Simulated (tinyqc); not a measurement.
## Doping from resistivity

Question. A uniform, uncompensated and fully ionised sample has rho = 1/(q N mu), mu = m1 + (m2 (T/300 K)^(-bt) - m1)/(1 + (N/Nr)^am). Find N, mu and the diffusion coefficient mu Vt.

Values chosen for this exercise: temperature T = 250 K; mobility limit at high doping m1 = 68.9 cm^2/(V s); mobility limit at low doping, at 300 K m2 = 1470 cm^2/(V s); reference doping of the mobility law Nr = 9.25e16 cm^-3; exponent of the mobility law am = 0.695; temperature exponent of m2 bt = 2.

Constants: q = 1.602176634e-19 C, kB = 1.380649e-23 J/K, Vt = kB T/q. Results are converted to the units shown.

resistivity = 0.0040447228 ohm cm

Answer. With am below 1 the product N mu rises steadily with N, so one doping matches; it is found by iterating N = 1/(q rho mu(N)).

N = 1.10e19 cm^-3
mu = 140 cm^2/(V s)
diffusion coefficient = 3.02 cm^2/s

tinyqc, about 0.01 s, one thread, Intel Xeon 2.30GHz (shared host): `OMP_NUM_THREADS=1 python tinyqc.py 2110019 2110020 out.jsonl`
